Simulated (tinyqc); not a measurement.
What a measurement delay does to the time exponent: bias-temperature instability from a Gaussian distribution of capture and emission barriers. Computed by tinyqc, a small Python program. Command: `OMP_NUM_THREADS=1 python tinyqc.py 3028310 3028311 out.jsonl bti walk`. One thread of a shared host (Intel(R) Xeon(R) Processor @ 2.30GHz), about 0.01 s of CPU time with the checks.

Each trap has a capture time tau_0 exp(E_c/(k_B T)) under stress and an emission time tau_0 exp(E_e/(k_B T)) after it. E_c is Gaussian, and E_e = E_c + d with d Gaussian and independent. A trap counts as filled once t_s exceeds its capture time and as emptied once t_r exceeds its emission time.

Inputs (values chosen for the exercise, for a model p-channel transistor):

| quantity | value | unit |
|---|---|---|
| shift with all traps filled V_max | 330 | mV |
| mean capture barrier at zero field mu_c | 1.86 | eV |
| spread of capture barriers sigma_c | 0.34 | eV |
| lowering of mu_c per field k_F | 0.062 | eV/(MV/cm) |
| oxide field F | 5 | MV/cm |
| mean of E_e - E_c at the stress field, delta | -0.086 | eV |
| spread of E_e - E_c, sigma_d | 0.26 | eV |
| time constant tau_0 | 7e-09 | s |
| temperature T | 150 | C |
| stress time t_s | 20000 | s |

Constants: k_B = 8.617333262e-05 eV/K.

Method:
- Demarcation energies E_s = k_B T ln(t_s/tau_0), E_r = k_B T ln(t_r/tau_0); mean barrier mu = mu_c - k_F F; z = (E_s - mu)/sigma_c; Phi is the standard normal distribution.
- Temperatures in kelvin are T(C) + 273.15.
- Shift without recovery dV0 = V_max Phi(z); local time exponent n = d ln dV0/d ln t_s = (k_B T/sigma_c) exp(-z^2/2)/(sqrt(2 pi) Phi(z)); apparent activation energy n E_s.
- Remaining shift dV = V_max int_(-infinity)^(E_s) g(E_c) [1 - Phi((E_r - E_c - delta)/sigma_d)] dE_c, g the Gaussian density of E_c (Gauss-Legendre, 120 points over 7 sigma_c below E_s).
- Columns: no delay, and delays of 1 us, 1 ms and 1 s.

mean barrier mu = 1.55 eV

Shift (mV):

| t_s (s) | no delay | 1 us | 1 ms | 1 s |
|---|---|---|---|---|
| 1.00e+00 | 1.803 | 1.563 | 1.058 | 0.439 |
| 1.00e+01 | 3.557 | 3.251 | 2.446 | 1.210 |
| 1.00e+02 | 6.642 | 6.281 | 5.134 | 2.957 |
| 1.00e+03 | 11.749 | 11.347 | 9.867 | 6.466 |
| 1.00e+04 | 19.705 | 19.278 | 17.518 | 12.752 |
| 1.00e+05 | 31.368 | 30.928 | 28.969 | 22.901 |
| 1.00e+06 | 47.461 | 47.015 | 44.934 | 37.803 |
| 1.00e+07 | 68.358 | 67.910 | 65.765 | 57.894 |

What follows from these numbers?

Between 10 and 1000 s the apparent exponent is 0.259 without delay, 0.271 at 1 us, 0.303 at 1 ms and 0.364 at 1 s: a slow measurement loses more of a short stress than of a long one, which steepens the curve. Without delay the exponent falls from 0.295 to 0.158 over the table, so the growth is not a true power law. Caution: step-function filling and one Gaussian population are simplifications; real devices show several populations.
